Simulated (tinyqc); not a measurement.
Inside a calculation. Method: tight binding, dimerised chain. One step of it, computed by the program tinyqc.

Question. Open chain of 4 cells. The same hoppings without the wrap-around bond.

H of the open chain (eV), lower triangle:
```
           1          2          3          4          5          6          7         8
1   0.000000
2  -2.400000   0.000000
3   0.000000  -1.370000   0.000000
4   0.000000   0.000000  -2.400000   0.000000
5   0.000000   0.000000   0.000000  -1.370000   0.000000
6   0.000000   0.000000   0.000000   0.000000  -2.400000   0.000000
7   0.000000   0.000000   0.000000   0.000000   0.000000  -1.370000   0.000000
8   0.000000   0.000000   0.000000   0.000000   0.000000   0.000000  -2.400000  0.000000
```

Give: levels; weights of the highest filled level on the sites.

Answer.

levels (eV): -3.573  -3.014  -2.207  -1.396  1.396  2.207  3.014  3.573

weights of the highest filled level on the sites: 0.135  0.046  0.182  0.137  0.137  0.182  0.046  0.135

The bulk gap runs from -1.0300 to 1.0300 eV; no level of this chain lies inside it.
